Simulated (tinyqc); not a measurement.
Threshold-voltage variability of a planar MOSFET, analytic estimates: effect of the gate length.

Three independent sources add in quadrature: random dopants in the depleted layer, metal-gate grains of two orientations, and roughness of the two gate edges acting through the roll-off VT = VT(long) - Vr exp(-L/l). These are first-order estimates: no three-dimensional electrostatics, no percolation.

ni = sqrt(Nc Nv) exp(-Eg/(2 Vt)), Eg in volts; Cox = 3.9 eps0/ti; Wd = sqrt(4 eps0 eps_r Vt ln(Na/ni)/(q Na)); dopants: s1 = (q/Cox) sqrt(Na Wd/(3 L W)). Grains: Ng = L W/G^2 (at least 1), s2 = dW sqrt(p (1 - p)/Ng). Edges, with exponential correlation and u = W/La: the mean gate length has sL^2 = 2 De^2 (2/u)[1 - (1 - exp(-u))/u]; s3 = sL (Vr/l) exp(-L/l). s = sqrt(s1^2 + s2^2 + s3^2). l and Vr are held fixed.

Inputs (values chosen for the exercise); material values close to those of silicon:
- T = 300 K (temperature)
- Eg = 1.12 eV (band gap)
- eps_r = 11.5 (relative permittivity of the semiconductor)
- Nc = 2.82e19 cm^-3 (conduction-band density of states at T)
- Nv = 2.64e19 cm^-3 (valence-band density of states at T)
- Na = 1.6e18 cm^-3 (channel doping)
- ti = 1.6 nm (oxide-equivalent thickness in inversion)
- W = 98 nm (gate width)
- G = 10 nm (metal grain size)
- dW = 0.1 eV (work-function difference of the two grain orientations)
- p = 0.5 (share of the orientation of higher work function)
- De = 1.4 nm (rms roughness of one gate edge)
- La = 20 nm (correlation length of the roughness)
- l = 13 nm (decay length of the threshold roll-off)
- Vr = 1.6 V (prefactor of the roll-off)

Constants: q = 1.602176634e-19 C, kB = 1.380649e-23 J/K, Vt = kB T/q, eps0 = 8.8541878128e-14 F/cm where lengths are in cm. Results are converted to the units shown.

Results:
```
L (nm)  s1 (mV)  s2 (mV)  s3 (mV)  s (mV)  s sqrt(L W) (mV um)
27        17.58    9.720    17.42   26.59                1.368
33        15.90    8.792    10.98   21.23                1.207
39        14.62    8.088    6.922   18.09                1.118
57        12.10    6.690    1.733   13.93                1.041
68        11.07    6.125   0.7437   12.68                1.035
82        10.08    5.578   0.2533   11.53                1.033
99        9.178    5.076  0.06851   10.49                1.033
```

Estimate the missing row, L = 47 nm.

Computed row:
```
L (nm)  s1 (mV)  s2 (mV)  s3 (mV)  s (mV)  s sqrt(L W) (mV um)
47        13.32    7.367    3.741   15.68                1.064
```

With this row back in the table: As L goes from 27 to 99 nm, s falls from 26.6 to 10.5 mV. The dopants are the largest source in the first and the last row. The product s sqrt(L W) falls from 1.37 to 1.03 mV um: s1 and s2 go as 1/sqrt(L W), so the change comes from s3 alone. At L = 27 nm the depletion depth exceeds L, so source and drain share much of the charge and s1 is rough.

Program tinyqc, `OMP_NUM_THREADS=1 python tinyqc.py 2090096 2090097 out.jsonl`; Intel Xeon 2.30GHz, shared host, one thread, about 0.01 s.
